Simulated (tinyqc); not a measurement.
# Worked calculation: thermionic-field emission through a Schottky barrier, WKB

Numbers from tinyqc (`OMP_NUM_THREADS=1 python tinyqc.py 2640071 2640072 out.jsonl`; about 0.01 s on one thread of a shared Intel Xeon 2.30GHz). Printed values are rounded.

Metal on an n-type semiconductor with one parabolic valley; V > 0 is forward bias (metal positive). Energies E are counted from the conduction edge of the neutral semiconductor, whose Fermi level lies at -xi; that of the metal lies at -xi - V. The barrier is a parabola of height Vd = phi - xi - V (depletion approximation, no image force).

Parameters, values chosen for the exercise; band and dielectric values those of a made-up semiconductor:
```
symbol   value   unit                             meaning
T          350      K                         temperature
me      0.0527     m0                       electron mass
eps_r     14.7                      relative permittivity
phi       0.71     eV  barrier height seen from the metal
Nd      9.8e17  cm^-3                       donor density
V         0.31      V                                bias
nE          11                  points of the energy grid
Eb        0.64     eV        upper end of the energy grid
```

Constants: q = 1.602176634e-19 C, kB = 1.380649e-23 J/K, hbar = 1.054571817e-34 J s, h = 6.62607015e-34 J s, m0 = 9.1093837015e-31 kg, Vt = kB T/q, eps0 = 8.8541878128e-14 F/cm where lengths are in cm. Results are converted to the units shown.

Range of the model: The depletion approximation, a parabolic band and the neglect of image-force lowering make these currents estimates at high doping.

## Fermi level, barrier and E00

Nc = 2 (2 pi me m0 kB T/h^2)^1.5 (times 1e-6 for cm^-3); Nd = Nc F12(-xi/Vt), F12(x) = (2/sqrt(pi)) int_0^infinity sqrt(u)/(1 + exp(u - x)) du; E00 = (hbar/2) sqrt(Nd/(me m0 eps0 eps_r)) in SI units (volts). W = sqrt(2 eps0 eps_r Vd/(q Nd)).

Nc = 3.82568e17 cm^-3
xi = -0.0547765 eV
Vd = 0.454776 V
W = 27.4586 nm
E00 = 20.8822 meV
E00/Vt = 0.692366

By a common rule of thumb, E00/Vt below 0.5 marks thermionic emission, 0.5 to 5 thermionic-field emission and above 5 field emission. By that rule alone: thermionic-field emission; with a high barrier, tunnelling near its top can carry most of the current even below 0.5.

## Current density on a coarse grid

For E < Vd, ln T(E) = -(Vd/E00) [sqrt(1 - y) - y ln((1 + sqrt(1 - y))/sqrt(y))], y = E/Vd; T(E) = 1 above. J = A* T (q/kB) int_0^infinity T(E) N(E) dE, N = ln[(1 + exp((-xi - E)/Vt))/(1 + exp((-xi - V - E)/Vt))], A* = 4 pi q me m0 kB^2/h^3 (times 1e-4 for A/(cm^2 K^2)). Simpson's rule on nE equally spaced points from 0 to Eb.

```
point    E (eV)         T(E)           N       T(E) N
0      0.000000  3.48222e-10     1.96665  6.84829e-10
1      0.064000   2.57457e-7    0.551860   1.42080e-7
2      0.128000   2.01547e-5   0.0845516   1.70411e-6
3      0.192000   6.16293e-4   0.0105140   6.47970e-6
4      0.256000   0.00952021  0.00126537   1.20466e-5
5      0.320000    0.0818859  1.51671e-4   1.24197e-5
6      0.384000     0.398056  1.81707e-5   7.23295e-6
7      0.448000     0.973860  2.17678e-6   2.11988e-6
8      0.512000            1  2.60769e-7   2.60769e-7
9      0.576000            1  3.12390e-8   3.12390e-8
10     0.640000            1  3.74229e-9   3.74229e-9
```

J = 69.8356 A/cm^2

The integrand peaks at E = 0.320 eV among these points, 0.70 of the barrier height. A converged quadrature gives 69.82 A/cm^2 (this grid is 0.016 % above that), of which 1.9 % passes over the barrier.
